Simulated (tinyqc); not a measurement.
What each parameter does: two-band massive Dirac model of the K valleys.

Basis (conduction, valence): H = [[D/2, a t (tau kx - i ky)], [a t (tau kx + i ky), -D/2 + lam tau sz]], valley tau = +/-1, spin sz = +/-1. The gap of a spin and valley is G = D - lam tau sz. Berry curvature Omega = curl of i<u|grad u>; for the conduction band Omega_c = -tau 2 a^2 t^2 G/(G^2 + 4 a^2 t^2 k^2)^(3/2), and Omega_v = -Omega_c.

Constants: hbar^2/2m0 = 3.80998211 eV angstrom^2.

Inputs chosen for the exercise (near those used for monolayer MoS2; the results hold for these values, not for the real material):
- a = 3.186 angstrom (lattice constant)
- D = 1.76 eV (gap parameter)
- t = 1.03 eV (effective hopping)
- lam = 0.078 eV (half the valence spin splitting)

Flavour tau = sz = +1 at k = 0: gap G, mass c G/(a t)^2 with c = hbar^2/2m0, Omega_c, and the B - A splitting 2 lam.

One parameter was then changed.

Results before and after:
```
case     G (eV)  mass (m0)  Omega_c (angstrom^2)  B - A (eV)
base     1.6820     0.5951                -7.613      0.1560
changed  1.6820     0.5720                -7.920      0.1560
```

Which of these changes was made? (a) lam = 0.117 eV; (b) a = 3.2497 angstrom; (c) t = 0.927 eV; (d) D = 1.584 eV.

Answer: (b) a = 3.2497 angstrom. Of the candidates, run in turn, only this one gives the changed row.

All candidates:
```
case                 G (eV)  mass (m0)  Omega_c (angstrom^2)  B - A (eV)
base                 1.6820     0.5951                -7.613      0.1560
a = 3.2497 angstrom  1.6820     0.5720                -7.920      0.1560
D = 1.584 eV         1.5060     0.5328                -9.496      0.1560
t = 0.927 eV         1.6820     0.7347                -6.166      0.1560
lam = 0.117 eV       1.6430     0.5813                -7.978      0.2340
```

The mass goes as G/(a t)^2 and the curvature as (a t)^2/G^2, so their product is -2c/G.

Computed by tinyqc, a small Python program: `OMP_NUM_THREADS=1 python tinyqc.py 1481203 1481204 out.jsonl` (the numbers bound the seed that draws the inputs); one thread of a shared host (Intel(R) Xeon(R) Processor @ 2.30GHz), about 0.01 s for the whole set of steps.
